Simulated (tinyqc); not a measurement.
Electron mobility in a silicon inversion layer, empirical terms and Matthiessen rule: two steps of the calculation.

Inversion layer of sheet density Ns on a uniformly doped body, under a high-permittivity gate with an interlayer. The mobility terms are empirical power laws with prefactors chosen for the exercise; adding their inverses (Matthiessen) is itself an approximation.

Inputs (values chosen for the exercise); material values close to those of silicon:
```
symbol   value        unit                                                meaning
T          293           K                                            temperature
eps_r     11.7                         relative permittivity of the semiconductor
Nb      1.4e18       cm^-3                                            body doping
eta        0.5              weight of the inversion charge in the effective field
Cox       1.92     uF/cm^2                                       gate capacitance
Ap         406  cm^2/(V s)           phonon-limited mobility at 1 MV/cm and 300 K
As         991  cm^2/(V s)                  roughness-limited mobility at 1 MV/cm
gs           2                                     exponent of the roughness term
Ac        2500  cm^2/(V s)                                      Coulomb prefactor
Nit     3.4e11       cm^-2                                charge at the interface
Ar         390  cm^2/(V s)              remote-phonon mobility without interlayer
ti         0.5          nm                                   interlayer thickness
lr         0.8          nm                         decay length of remote phonons
WL           1                                                          ratio W/L
Vd        0.05           V                                          drain voltage
I         4.18          uA                                measured linear current
```

Constants: q = 1.602176634e-19 C, eps0 = 8.8541878128e-14 F/cm where lengths are in cm. Results are converted to the units shown.

Problem 1. Inversion density for the measured current. I = (W/L) q Ns mu Vd. E = q (Ndep + eta Ns)/(eps0 eps_r) in MV/cm. With t = T/(300 K): muC = Ac (Ns/1e12 cm^-2) t/(Nb/1e17 cm^-3 + Nit/1e11 cm^-2), muP = Ap E^(-1/3) t^(-1.75), muS = As E^(-gs), muR = Ar exp(2 ti/lr)/t; 1/mu is the sum of the inverses. Ns(new) = I/((W/L) q mu Vd).

Ns at the start = 1.8e12 cm^-2
Ndep = 5.9900585e12 cm^-2

Find: E; mu; Ns after iteration 1.

Solution 1.

E = 1.066 MV/cm
mu = 121.4 cm^2/(V s)
Ns after iteration 1 = 4.298e12 cm^-2

Problem 2. Split C-V extraction. Q(Vg) is the trapezoid sum of Cgc from the first point (where Q is taken as 0); mu_eff = I/((W/L) Q Vd); mu_FE = (dI/dVg)/((W/L) Cox Vd) with a backward difference. Listed from point 4 on.

```
point  Vg (V)  Cgc (uF/cm^2)         I (uA)
0         0.1   1.1526181e-5  4.6525045e-12
1         0.2   3.9570097e-4   5.4842973e-9
2         0.3    0.013494662   6.4140633e-6
3         0.4     0.37540996   0.0058736649
4         0.5      1.7145572     0.45085475
5         0.6      1.9133233      1.9167836
6         0.7      1.9198049      3.6341765
7         0.8      1.9199943      5.2973125
8         0.9      1.9199998      6.8249359
9           1      1.9200000      8.1956644
10        1.1      1.9200000      9.4095539
11        1.2           1.92      10.475135
12        1.3           1.92      11.404177
```

Wanted: Q; mu_eff; mu_FE.

Solution 2.

```
point  Q (uC/cm^2)  mu_eff (cm^2/(V s))  mu_FE (cm^2/(V s))
4          0.12466               72.334              46.352
5          0.30605               125.26              152.70
6          0.49771               146.04              178.90
7          0.68970               153.61              173.24
8          0.88170               154.81              159.13
9           1.0737               152.66              142.78
10          1.2657               148.69              126.45
11          1.4577               143.72              111.00
12          1.6497               138.26              96.775
```

At the last point mu_FE is 30 % below mu_eff: where the mobility falls with gate voltage the slope of I understates it.

Program tinyqc, `OMP_NUM_THREADS=1 python tinyqc.py 2510107 2510108 out.jsonl`; Intel Xeon 2.30GHz, shared host, one thread, about 0.01 s.
